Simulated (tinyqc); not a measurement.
Gamma, L and X subbands of a thin body with non-parabolic valleys: one step. Filling and quantum capacitance. Three cases, with inputs chosen for the exercise.

Question. Over the ten listed subbands, named by valley (G, L, X), degeneracy and number.

n_i = g m/(2 pi c) kB T ln(1 + exp((EF - E_i)/kB T)), sum n_i = Ns (1e12/cm^2 = 1e-4/angstrom^2), c = hbar^2/2m0. Quantum capacitance Cq = 1602.176634 sum g m/(2 pi c) f_i in microfarad/cm^2 with f_i = 1/(1 + exp((E_i - EF)/kB T)); Cox = 34.5313/eot (one gate); C/Cox = Cq/(Cq + Cox), the centroid term left out.

Constants: hbar^2/2m0 = 3.80998211 eV angstrom^2; kB = 8.617333262e-05 eV/K.

Case 1.

Values chosen (near those of a thin GaAs channel; the results hold for these values, not for the real material): face = 110 (surface); t = 52 angstrom (body thickness); Ns = 7.1 x 1e12/cm^2 (sheet density); T = 300 K (temperature); eot = 6 angstrom (equivalent oxide thickness).

Subbands:

| subband | g | E (eV) | DOS mass |
|---|---|---|---|
| G1 n=1 | 1 | 0.185531 | 0.082009 |
| L2 n=1 | 2 | 0.361974 | 0.240042 |
| X2 n=1 | 2 | 0.452108 | 0.417460 |
| L2' n=1 | 2 | 0.470924 | 0.432199 |
| X1 n=1 | 1 | 0.476683 | 0.553554 |
| L2 n=2 | 2 | 0.540737 | 0.271120 |
| X2 n=2 | 2 | 0.555066 | 0.449253 |
| G1 n=2 | 1 | 0.610508 | 0.114328 |
| X1 n=2 | 1 | 0.644490 | 0.621039 |
| X2 n=3 | 2 | 0.712114 | 0.497749 |

Case 2.

Values chosen (near those of a thin Ge channel; the results hold for these values, not for the real material): face = 111 (surface); t = 26 angstrom (body thickness); Ns = 4.9 x 1e12/cm^2 (sheet density); T = 300 K (temperature); eot = 9 angstrom (equivalent oxide thickness).

Subbands:

| subband | g | E (eV) | DOS mass |
|---|---|---|---|
| L1 n=1 | 1 | -0.110733 | 0.081313 |
| L1 n=2 | 1 | -0.016175 | 0.087886 |
| L1 n=3 | 1 | 0.127377 | 0.097866 |
| X6 n=1 | 6 | 0.238801 | 0.412017 |
| L1 n=4 | 1 | 0.306685 | 0.110332 |
| L3 n=1 | 3 | 0.369581 | 0.495411 |
| L1 n=5 | 1 | 0.511042 | 0.124539 |
| X6 n=2 | 6 | 0.718031 | 0.559351 |
| L1 n=6 | 1 | 0.732836 | 0.139958 |
| G1 n=1 | 1 | 0.798394 | 0.101444 |

Case 3.

Values chosen (near those of a thin InP channel; the results hold for these values, not for the real material): face = 100 (surface); t = 40 angstrom (body thickness); Ns = 3.1 x 1e12/cm^2 (sheet density); T = 300 K (temperature); eot = 8 angstrom (equivalent oxide thickness).

Subbands:

| subband | g | E (eV) | DOS mass |
|---|---|---|---|
| G1 n=1 | 1 | 0.253911 | 0.104619 |
| L4 n=1 | 4 | 0.759956 | 0.395239 |
| G1 n=2 | 1 | 0.794949 | 0.156012 |
| X1 n=1 | 1 | 0.930622 | 0.270928 |
| X2 n=1 | 2 | 0.989070 | 0.528809 |
| X1 n=2 | 1 | 1.005686 | 0.296101 |
| L4 n=2 | 4 | 1.114126 | 0.545079 |
| X1 n=3 | 1 | 1.118293 | 0.333865 |
| X2 n=2 | 2 | 1.204872 | 0.660536 |
| X1 n=4 | 1 | 1.257320 | 0.380489 |

Give: EF; n_i in the order of the list; Cq; Cox; C/Cox.

Answer.

Case 1.

EF = 0.3375 eV

n_i in the order of the list (1e12/cm^2): 5.209  1.700  0.106  0.053  0.027  0.002  0.002  0.000  0.000  0.000

Cq = 15.64 microfarad/cm^2
Cox = 5.755 microfarad/cm^2
C/Cox = 0.731

EF lies 152 meV above the lowest edge; Gamma holds 73 % of the electrons. The low density of states costs 27 % of the gate capacitance.

Case 2.

EF = 0.0020 eV

n_i in the order of the list (1e12/cm^2): 3.840  1.049  0.008  0.003  0.000  0.000  0.000  0.000  0.000  0.000

Cq = 9.38 microfarad/cm^2
Cox = 3.837 microfarad/cm^2
C/Cox = 0.710

EF lies 113 meV above the lowest edge; Gamma holds 0 % of the electrons. The low density of states costs 29 % of the gate capacitance.

Case 3.

EF = 0.3231 eV

n_i in the order of the list (1e12/cm^2): 3.100  0.000  0.000  0.000  0.000  0.000  0.000  0.000  0.000  0.000

Cq = 6.55 microfarad/cm^2
Cox = 4.316 microfarad/cm^2
C/Cox = 0.603

EF lies 69 meV above the lowest edge; Gamma holds 100 % of the electrons. The low density of states costs 40 % of the gate capacitance.

Computed by tinyqc, one run a case: `OMP_NUM_THREADS=1 python tinyqc.py N N+1 out.jsonl` with N = 1281635, 1281853, 1281992; one thread of a shared Intel(R) Xeon(R) Processor @ 2.30GHz, about 0.04 s a run at most.
